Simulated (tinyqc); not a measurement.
Inside a calculation. Method: plane-wave Kohn-Sham cycle with exchange-only LDA in a layered model solid. Computed by tinyqc, a small Python program that keeps every step. Settings: points = 16, plane-wave index or count = 2, electrons = 2, k points = 3, area = 23.0, mixing = 0.1, iteration cap = 65, Kerker q0 = 0.57. Command: `OMP_NUM_THREADS=1 python tinyqc.py 24009 24010 out.jsonl` (the two numbers bound the seeds that draw the settings). One thread of a shared host (Intel(R) Xeon(R) Processor @ 2.60GHz), about 0.03 s of CPU time with the checks.

A solid whose potential varies along x alone (atomic units):
```
parameter                      value
period a                   13.500000
cross-section of the cell  23.000000
electrons per cell                 2
grid points                       16
plane waves -n..n, n               2
k points                           3
V1 in V1 cos(2 pi x/a)     -0.720000
```

Stop when sqrt(dV sum R^2) is below 1e-8, dV = a A/N.

Course of the cycle:
```
iteration  E (hartree)  norm of the residual
1          -1.31758718              1.57e-01
2          -1.28114775              1.49e-01
3          -1.24736651              1.41e-01
4          -1.21620963              1.34e-01
5          -1.18757182              1.27e-01
6          -1.16131373              1.20e-01
7          -1.13728163              1.14e-01
8          -1.11531827              1.08e-01
9          -1.09526891              1.03e-01
10         -1.07698469              9.75e-02
11         -1.06032442              9.26e-02
...                ...                   ...
55         -0.90201747              1.07e-02
56         -0.90189115              1.02e-02
57         -0.90178033              9.77e-03
58         -0.90168331              9.31e-03
59         -0.90159854              8.87e-03
60         -0.90152467              8.45e-03
61         -0.90146044              8.06e-03
62         -0.90140478              7.68e-03
63         -0.90135668              7.32e-03
64         -0.90131527              6.97e-03
65         -0.90127977              6.65e-03
```

Can the last value be used, and what does the course show?

Not by the stop rule. Not converged within 65 iterations: the residual falls steadily but slowly, by a factor of about 0.95 a step. Reruns (cap 100 unless said): mixing 0.5, Kerker q0 1.0: not converged; mixing 0.3, Pulay depth 5: converged in 12 (E = -0.90120); the original settings with a cap of 400: converged in 345 (E = -0.90120).
